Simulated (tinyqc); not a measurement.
Comparisons within one model: free and nearly free electrons in a metal. A value that a table varies takes the place of the one given here.

The cubic cell holds 2 atoms: n = 2 z/a^3, kF = (3 pi^2 n)^(1/3), EF = c kF^2/m, vF = 2 c kF/(m hbar), c = hbar^2/2m0; rs = (3/(4 pi n))^(1/3)/a0; D(EF) = 3 n/(2 EF).

Two plane waves k and k - G, G = (110) (2 pi/a): H = [[c k^2/m, V], [V, c (k - G)^2/m]] with c = hbar^2/2m0.

Square wire of width w with grain size w: rho/rho0 = 1/(1 - 3 al/2 + 3 al^2 - 3 al^3 ln(1 + 1/al)) + (3/4) (1 - p) l/w, with al = (l/w) Rg/(1 - Rg) (Mayadas-Shatzkes plus the thick-wire form of Fuchs-Sondheimer); l = hbar kF/(n e^2 rho), e = 1.602176634e-19 C.

Constants: hbar^2/2m0 = 3.80998211 eV angstrom^2; hbar = 6.58211957e-16 eV s; a0 (Bohr radius) = 0.5291772105 angstrom.

Values chosen for the exercise (near those of Na; not measured data):
```
symbol  value  unit          meaning
a       4.234  angstrom      bcc lattice constant
z       1                    free electrons an atom
m       1      m0            mass
rho     5.28   micro-ohm cm  bulk resistivity
p       0.2                  specularity of the surfaces
Rg      0.43                 reflection at grain boundaries
w       20     nm            wire width
```

## When the Fermi surface touches the face

On the face the lower band is E = c (G^2/4 + q^2)/m - V, q along the face. EF is held at its free value. A neck opens where EF > c G^2/(4m) - V, with radius q; the second band fills where EF > c G^2/(4m) + V.

Necks:
```
V (eV)  lower band at the face centre (eV)  neck radius (1/angstrom)  radius/kF
0.2                                  3.995                         -          -
0.5                                  3.695                         -          -
0.8                                  3.395                         -          -
1.1                                  3.095                    0.1873      0.204
1.4                                  2.795                    0.3374      0.367
1.8                                  2.395                    0.4678      0.508
2.2                                  1.995                    0.5690      0.618
2.6                                  1.595                    0.6548      0.711
```

EF = 3.229 eV
c G^2/(4m) = 4.195 eV

Contact needs V > 0.966 eV. It is first met at V = 1.1 eV of those listed, and the radius then grows as the square root of the excess, to 0.711 kF at 2.6 eV. EF is held at its free value here; a count of states lowers it as V grows, strongly for V of an eV or more, so the threshold is a lower bound, the radii are upper bounds, and some necks may vanish.

## Resistivity of narrow wires

Wires:
```
w (nm)     al  grain term (factor - 1)  surface term  rho (micro-ohm cm)
200     0.103                    0.149         0.082                6.50
100     0.205                    0.294         0.163                7.69
50      0.410                    0.578         0.326               10.05
30      0.684                    0.950         0.544               13.17
20      1.025                    1.412         0.816               17.04
14      1.465                    2.003         1.165               22.00
10      2.051                    2.788         1.631               28.61
7       2.930                    3.963         2.330               38.51
```

l = 27.18 nm

At 7 nm the resistivity is 7.29 times the bulk value; grain boundaries add more (3.96 from grains, 2.33 from surfaces). It passes twice the bulk value between 50 and 30 nm. The surface formula is meant for w above l = 27 nm, so the rows below that are rough.

## What sets the wire resistivity

All results formed anew. Each row changes one parameter from the base and keeps the others.

Results:
```
case                      EF (eV)  l (nm)  wire rho (micro-ohm cm)
base                        3.229   27.18                   17.041
a = 4.361 angstrom          3.044   28.84                   17.747
m = 1.2 m0                  2.691   27.18                   17.041
rho = 6.336 micro-ohm cm    3.229   22.65                   18.128
p = 0.5                     3.229   27.18                   15.426
Rg = 0.301                  3.229   27.18                   13.899
w = 14 nm                   3.229   27.18                   22.005
```

The largest shifts from the base row, up to three for each result and ties (the steps differ in size, so this ranks the rows, not the parameters). EF (eV): m -0.538, a -0.185; unchanged at the printed digits by rho, p, Rg and w. l (nm): rho -4.53, a +1.66; unchanged at the printed digits by m, p, Rg and w. wire rho (micro-ohm cm): w +4.964, Rg -3.142, p -1.615; unchanged at the printed digits by m. The mass drops out of l at given rho, because vF falls and tau rises by the same factor.

Program tinyqc; command `OMP_NUM_THREADS=1 python tinyqc.py 1650655 1650656 out.jsonl`; about 0.01 s on one thread of a shared Intel(R) Xeon(R) Processor @ 2.30GHz.
